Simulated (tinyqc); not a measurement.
Worked calculation: RHF in the sto-3g basis, for H3+, spin multiplicity 1. One step of it, computed by the program tinyqc.

Problem. Iteration 6 (converged): orbitals. Diagonalise F' = X^T F X, C = X C', fill 1 alpha and 1 beta electrons from the bottom; D = 2 C_occ C_occ^T. Each column has its largest component positive (the first on a tie).

converged F (hartree):
```
           1H 1s      2H 1s      3H 1s
1H 1s  -1.025493  -0.867806  -0.867806
2H 1s  -0.867806  -0.712023  -0.477824
3H 1s  -0.867806  -0.477824  -0.712023
```

X:
```
           1H 1s      2H 1s      3H 1s
1H 1s   1.562387  -0.533018  -0.533018
2H 1s  -0.533018   1.255381   0.102152
3H 1s  -0.533018   0.102152   1.255381
```

Give: F' = X^T F X; orbital energies; coefficients C; D after iteration 6.

Solution.

F' = X^T F X (hartree):
```
         1        2        3
1  -0.2886  -0.6187  -0.6187
2  -0.6187  -0.2876   0.0239
3  -0.6187   0.0239  -0.2876
```

orbital energies (hartree): MO1 -1.1513, MO2 -0.3115, MO3 0.5990

coefficients C:
```
          MO1      MO2      MO3
1H 1s  0.5834   0.0000   1.6337
2H 1s  0.2944  -0.8155  -1.0578
3H 1s  0.2944   0.8155  -1.0578
```

D after iteration 6:
```
        1H 1s   2H 1s   3H 1s
1H 1s  0.6807  0.3434  0.3434
2H 1s  0.3434  0.1733  0.1733
3H 1s  0.3434  0.1733  0.1733
```
